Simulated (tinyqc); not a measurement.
Implanted layer, carriers, mobility and sheet resistance: two steps of the calculation.

An n-type layer from the surface x = 0 to the junction xj, N(x) = N0 exp(-(x - Rp)^2/(2 sg^2)). Local neutrality (no depletion at surface or junction, no spilling of carriers), intrinsic carriers neglected, full ionisation of active dopants.

Values chosen for this exercise; values close to those of phosphorus in silicon over a p-type background:
- T = 350 K (temperature)
- Nb = 2.2e16 cm^-3 (background doping of the opposite type)
- N0 = 4e20 cm^-3 (peak chemical concentration)
- m1 = 68.3 cm^2/(V s) (mobility limit at high doping)
- m2 = 1440 cm^2/(V s) (mobility limit at low doping, at 300 K)
- Nr = 9.11e16 cm^-3 (reference doping of the mobility law)
- am = 0.692 (exponent of the mobility law)
- bt = 1.8 (temperature exponent of m2)
- Ns = 4.15e20 cm^-3 (solubility limit of active dopant)
- sg = 7.3 nm (straggle after annealing)
- Rp = 7.1 nm (projected range)

Constants: q = 1.602176634e-19 C. Results are converted to the units shown.

Task 1. Junction depth and local values. xj = Rp + sg sqrt(2 ln(N0/Nb)); 14 equal steps from 0 to xj. Active dopant A = min(N, Ns); n = A - Nb; mobility mu = m1 + (m2 (T/300 K)^(-bt) - m1)/(1 + ((A + Nb)/Nr)^am).

Wanted: xj; x; N; A; n; mu.

Result 1.

xj = 39.432 nm

```
point  x (nm)  N (cm^-3)  A (cm^-3)  n (1e20 cm^-3)  mu (cm^2/(V s))
0       0.000  2.4926e20  2.4926e20          2.4924           72.560
1       2.817  3.3674e20  3.3674e20          3.3672           71.762
2       5.633  3.9201e20  3.9201e20          3.9198           71.418
3       8.450  3.9322e20  3.9322e20          3.9320           71.411
4      11.266  3.3988e20  3.3988e20          3.3986           71.740
5      14.083  2.5315e20  2.5315e20          2.5312           72.515
6      16.899  1.6247e20  1.6247e20          1.6244           74.021
7      19.716  8.9846e19  8.9846e19          0.8982           76.894
8      22.533  4.2814e19  4.2814e19          0.4279           82.571
9      25.349  1.7580e19  1.7580e19          0.1756           94.398
10     28.166  6.2202e18  6.2202e18          0.0620           120.38
11     30.982  1.8964e18  1.8964e18          0.0187           179.02
12     33.799  4.9822e17  4.9822e17          0.0048           304.02
13     36.615  1.1278e17  1.1278e17          0.0009           510.80
14     39.432  2.2000e16  2.2000e16          0.0000           705.81
```

The mobility runs from 71.4 to 706 cm^2/(V s).

Task 2. Sheet quantities by the trapezoid rule. Dose = integral of N, carrier sheet density = integral of n, 1/Rs = q integral of n mu, mean mobility 1/(q Rs sheet density), Hall mobility (unit Hall factor) = integral of n mu^2 over integral of n mu, Hall sheet density = (integral of n mu)^2/integral of n mu^2; all from 0 to xj.

```
point     x (nm)     N (cm^-3)  n (1e20 cm^-3)  mu (cm^2/(V s))
0       0.000000  2.4925750e20       2.4923550        72.560404
1       2.816568  3.3674103e20       3.3671903        71.762498
2       5.633137  3.9200558e20       3.9198358        71.417954
3       8.449705  3.9322115e20       3.9319915        71.411301
4      11.266274  3.3988336e20       3.3986136        71.740390
5      14.082842  2.5314616e20       2.5312416        72.515199
6      16.899411  1.6246551e20       1.6244351        74.020676
7      19.715979  8.9846143e19       0.8982414        76.894306
8      22.532548  4.2814030e19       0.4279203        82.571063
9      25.349116  1.7580093e19       0.1755809        94.398435
10     28.165685  6.2202045e18       0.0619820        120.38327
11     30.982253  1.8964288e18       0.0187443        179.01719
12     33.798822  4.9821506e17       0.0047622        304.02078
13     36.615390  1.1278350e17       0.0009078        510.80323
14     39.431959        2.2e16       0.0000000        705.81022
```

Give: dose; carrier sheet density; Rs; mean mobility; Hall mobility; Hall sheet density.

Result 2.

dose = 6.0868e14 cm^-2
carrier sheet density = 6.0859e14 cm^-2
Rs = 140.78 ohm/square
mean mobility = 72.850 cm^2/(V s)
Hall mobility = 73.449 cm^2/(V s)
Hall sheet density = 6.0363e14 cm^-2

Carriers make up 100 % of the dose. A Hall measurement weights the mobile tail, so its sheet density is 0.82 % below the true one.

Numbers from tinyqc (`OMP_NUM_THREADS=1 python tinyqc.py 2110076 2110077 out.jsonl`; about 0.01 s on one thread of a shared Intel Xeon 2.30GHz).
